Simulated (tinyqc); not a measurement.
Trap density from the barrier height.

Problem. In a partly depleted grain with all boundary traps filled, 2 N W = Qt and VB = q N W^2/(2 eps0 eps_r). Find Qt, W and the doping at which VB would equal Vt.

Parameters, values chosen for the exercise:

| symbol | value | unit | meaning |
|---|---|---|---|
| T | 350 | K | temperature |
| eps_r | 11.7 |  | relative permittivity |

Constants: q = 1.602176634e-19 C, kB = 1.380649e-23 J/K, Vt = kB T/q, eps0 = 8.8541878128e-14 F/cm where lengths are in cm. Results are converted to the units shown.

doping = 5.4e17 cm^-3
barrier height = 0.20621229 V

Answer. Eliminating W gives VB = q Qt^2/(8 eps0 eps_r N), which falls as 1/N.

Qt = 2.400e12 cm^-2
W = 22.22 nm
doping for VB = Vt = 3.692e18 cm^-3

tinyqc, about 0.03 s, one thread, Intel Xeon 2.30GHz (shared host): `OMP_NUM_THREADS=1 python tinyqc.py 2830294 2830295 out.jsonl`
